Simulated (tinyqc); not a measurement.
Sweep of a biaxial (001) strain: strain-driven crossing of the Gamma and L valleys in a germanium-like crystal.

Biaxial loads: e0 is the in-plane strain e_par and the normal is free. (001): e_perp = -2 (C12/C11) e_par; exx = eyy = e_par, ezz = e_perp, no shear. (111): e_perp = -(2 C11 + 4 C12 - 4 C44)/(C11 + 2 C12 + 4 C44) e_par; exx = eyy = ezz = (2 e_par + e_perp)/3 and exy = eyz = ezx = (e_perp - e_par)/3. (110): e_perp = -(C11 + 3 C12 - 2 C44)/(C11 + C12 + 2 C44) e_par; exx = eyy = (e_par + e_perp)/2, ezz = e_par, exy = (e_perp - e_par)/2, eyz = ezx = 0. Uniaxial loads: a stress along n, scaled so that n.e.n = e0, with exx = s11 sxx + s12 (syy + szz), exy = s44 sxy/2, s11 = (C11 + C12)/((C11 - C12)(C11 + 2 C12)), s12 = -C12/((C11 - C12)(C11 + 2 C12)), s44 = 1/C44.

Edges from the unstrained valence top: Gamma at Eg + ac tr(e); an L valley with unit axis u at EgL + aL tr(e) + XuL (u.e.u - tr(e)/3), u along [111], [1-1-1], [-11-1], [-1-11]; valence edges are the levels of the 6 x 6 matrix of X, Y, Z times spin with -Dso/3 + l exx + m (eyy + ezz) on the diagonal (cyclic), n exy off it, l = av + 2 b, m = av - b, n = sqrt(3) d. Spin-orbit term (Dso/3) L.sigma on X, Y, Z with (L_k)_ij = -i epsilon_kij: <X+|H|Y+> = -i Dso/3, <X+|H|Z-> = Dso/3, <Y+|H|Z-> = -i Dso/3, <Z+|H|X-> = -Dso/3, <Z+|H|Y-> = i Dso/3, <X-|H|Y-> = i Dso/3, and their conjugates; + and - are the spin along z.

Constants: kB = 8.617333262e-05 eV/K.

Parameters, chosen for this exercise (near those of Ge, gaps at low temperature; not measured data):
- Eg = 0.903 eV (gap at Gamma to the s-like level)
- EgL = 0.754 eV (gap to L)
- Dso = 0.292 eV (spin-orbit splitting)
- ac = -8.29 eV (conduction deformation potential)
- av = 1.23 eV (valence hydrostatic potential)
- b = -2.57 eV (tetragonal shear potential)
- d = -5.34 eV (trigonal shear potential)
- aL = -1.62 eV (hydrostatic potential of the L edge, Xd + Xu/3)
- XuL = 16.04 eV (uniaxial potential, L)
- C11 = 127.1 GPa
- C12 = 48.3 GPa
- C44 = 68.1 GPa
- load = biaxial (001) (kind of strain)
- mG = 0.0392 m0 (mass at Gamma)
- mL = 0.538 m0 (density-of-states mass of the four L valleys together)
- T = 200 K (temperature)

The valence splitting is the distance of the top two edges. Share in Gamma = mG^(3/2)/(mG^(3/2) + (mL^(3/2)/4) sum_i exp(-(E_Li - E_Gamma)/kT)).

Results:

| e0 (%) | direct gap (eV) | indirect gap (eV) | Gamma - L (meV) | valence splitting (meV) | share in Gamma (%) |
|---|---|---|---|---|---|
| 0.00 | 0.903 | 0.754 | 149 | 0 | 0.000346 |
| 0.34 | 0.846 | 0.725 | 121 | 32 | 0.00177 |
| 0.69 | 0.784 | 0.692 | 92 | 68 | 0.00949 |
| 1.03 | 0.722 | 0.659 | 64 | 106 | 0.0485 |
| 1.37 | 0.659 | 0.623 | 36 | 144 | 0.247 |
| 1.71 | 0.594 | 0.586 | 8 | 185 | 1.25 |
| 2.06 | 0.526 | 0.547 | -21 | 227 | 6.37 |
| 2.40 | 0.459 | 0.509 | -49 | 269 | 25.8 |

What does the comparison show?

Gamma drops below the lowest L valley between e0 = 1.71 and 2.06 %. The direct gap goes from 0.903 to 0.459 eV; of that change -0.161 eV comes from the rise of the valence top through the shear terms and the rest from the volume. The share in Gamma goes from 0.000346 to 25.8 %.

(tinyqc, `OMP_NUM_THREADS=1 python tinyqc.py 1050995 1050996 out.jsonl`, Intel(R) Xeon(R) Processor @ 2.30GHz, 1 thread, shared host, about 0.01 s.)
